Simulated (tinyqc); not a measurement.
# Straight dislocations in isotropic elasticity: fields, energies, partials, Peierls stress and walls, step by step

A worked calculation. Computed by tinyqc, a small Python program that keeps every step. Command: `OMP_NUM_THREADS=1 python tinyqc.py 3024862 3024863 out.jsonl disloc walk`. One thread of a shared host (Intel(R) Xeon(R) Processor @ 2.30GHz), about 0.01 s of CPU time with the checks. Intermediate numbers are printed to about 5 digits and carried at full precision; extremes and crossings named in words are read from the listed rows.

The line runs along z, the glide plane is y = 0, and beta is the angle between b and the line (0 screw, 90 degrees edge): b_e = b sin(beta) along +x with the extra half plane at y > 0, b_s = b cos(beta). Stress is positive in tension.

Inputs (values chosen for the exercise, modelled on nickel):
```
quantity,value,unit
shear modulus G,82.2,GPa
Poisson ratio nu,0.311,-
Burgers vector b,2.492,angstrom
stacking-fault energy gamma,120,mJ/m^2
dislocation density rho,9e+09,1/m^2
core radius r0/b,0.5,-
misfit volume of a solute dV,-1.2,angstrom^3
temperature T,500,K
unstable fault energy gamma_us,339,mJ/m^2
tilt angle theta,1.1,degrees
source length l,460,nm
```

Character: 30-degree.

field point (x, y) (nm): [-6.5, 7.2]

Constants: 1 eV/angstrom^3 = 160.2176634 GPa; k_B = 8.617333262e-05 eV/K.

## Line energy and line tension

Energy factor K = G [cos^2(beta) + sin^2(beta)/(1 - nu)]. E = K b^2/(4 pi) ln(R/r0) with R = 1/(2 sqrt(rho)); tension T = E + d^2E/d(beta)^2 = G b^2 [1 + nu - 3 nu sin^2(beta)]/(4 pi (1 - nu)) ln(R/r0). The core energy is taken into r0.

energy factor K = 91.476 GPa

ln(R/r0) = 10.653

line energy E = 30.056 eV/nm

line tension T = 42.247 eV/nm

stored energy rho E = 0.043340 kJ/m^3

T/E = 1.41: bowing turns parts of the line towards the costlier edge character, so it is stiff.

## Stress at a point

With D = G b_e/(2 pi (1 - nu)), S = G b_s/(2 pi), r^2 = x^2 + y^2: s_xx = -D y (3x^2 + y^2)/r^4, s_yy = D y (x^2 - y^2)/r^4, s_xy = D x (x^2 - y^2)/r^4, s_zz = nu (s_xx + s_yy), s_xz = -S y/r^2, s_yz = S x/r^2. Pressure p = -trace/3.

stress (MPa):
```
,x,y,z
x,-343.63,16.66,-216.05
y,16.66,-18.45,-195.05
z,-216.05,-195.05,-112.61
```

pressure p = 158.23 MPa

The point lies above the glide plane, on the compressed side.

## Force on a second, equal dislocation at that point; binding of a solute

Peach-Koehler force per length on a parallel dislocation with the same b: in the glide plane F_x = s_xy b_e + s_yz b_s, normal to it F_y = -(s_xx b_e + s_xz b_s), which drives climb of the edge part or cross-slip of a screw. A solute with misfit volume dV has the energy p dV, and its dilute concentration is scaled by exp(-p dV/(k_B T)).

glide force F_x = -40.018 mN/m

normal force F_y = 89.444 mN/m

solute energy = -1.1851 meV

concentration ratio = 1.0279

Along x the second dislocation is repelled. The undersized solute is enriched here.

## Splitting into partials

Shockley partials have b_p = b/sqrt(3) at the angles beta -/+ 30 degrees; their repulsion balances the fault at d = G b_p^2/(8 pi gamma) (2 - nu)/(1 - nu) [1 - 2 nu cos(2 beta)/(2 - nu)].

partial Burgers vector b_p = 1.4388 angstrom

splitting width d = 1.1284 nm

d/b = 4.5280

## Peierls-Nabarro core of the undissociated dislocation

Misfit energy gamma(u) = (gamma_us/2)(1 - cos(2 pi u/b)), so the largest restoring stress is tau_max = pi gamma_us/b; u(x) = b/2 + (b/pi) arctan(x/zeta), zeta = K b/(4 pi tau_max). Summing the misfit energy over atomic rows a' apart gives, for a wide core, W_P = (K b^2/pi) exp(-2 pi zeta/a') and sigma_P = (K b/a') exp(-2 pi zeta/a'); a' = b/2 for edge and 30-degree lines, b sqrt(3)/2 for screw and 60-degree lines.

tau_max = 4.2737 GPa

half width zeta = 4.2447 angstrom

row spacing a' = 1.246 angstrom

Peierls barrier W_P = 5.7107e-06 meV/nm

Peierls stress sigma_P = 9.2573e-05 MPa

zeta/a' = 3.41 and sigma_P/G = 1.1e-9: the stress falls by a factor e for each a'/(2 pi) of half width. Caution: so small a Peierls stress means only that the model finds negligible lattice resistance; its value is not a prediction.

## Strength from dislocations

Frank-Read source, averaged over the loop: tau = G b/(2 pi l) [(1 - nu/2)/(1 - nu)] ln(l/r0). Taylor hardening: tau = 0.3 G b sqrt(rho).

Frank-Read stress = 71.353 MPa

Taylor stress = 0.58299 MPa

Of the source, forest and Peierls stresses the largest here is the source stress.

## Low-angle tilt boundary

A symmetric tilt wall of edge dislocations has the spacing h = b/(2 sin(theta/2)); Read-Shockley: gamma_b = E0 theta (A - ln theta), E0 = G b/(4 pi (1 - nu)), A = 1 + ln(b/(2 pi r0)), theta in radians.

spacing h = 12.980 nm

boundary energy = 172.97 mJ/m^2

angle of the maximum, exp(A - 1) = 18.238 degrees

## Character of the line

E = K b^2/(4 pi) ln(R/r0); T = G b^2 [1 + nu - 3 nu sin^2(beta)]/(4 pi (1 - nu)) ln(R/r0).

From screw to edge:
```
beta (degrees),K (GPa),E (eV/nm),T (eV/nm),d (nm)
0,82.20,27.008,51.391,0.8737
15,84.69,27.825,48.941,0.9420
30,91.48,30.056,42.247,1.1284
45,100.75,33.104,33.104,1.3830
60,110.03,36.152,23.961,1.6377
75,116.82,38.383,17.267,1.8241
90,119.30,39.200,14.817,1.8924
```

The edge costs 1/(1 - nu) = 1.451 times the screw in energy, yet its tension is only (1 - 2 nu)/(1 + nu) = 0.288 of the screw value, so loops under stress are elongated along b. The edge splits 2.17 times as widely, (2 + nu)/(2 - 3 nu), since there the larger, edge parts of the partials repel with the factor 1/(1 - nu) and the small screw parts attract, while in the screw the roles are exchanged.

Checks made by the program: zero divergence of the stress field, by differences and relative to the size of its gradient (relative difference below 1e-10); splitting against the force between the two partials (relative difference below 1e-10).
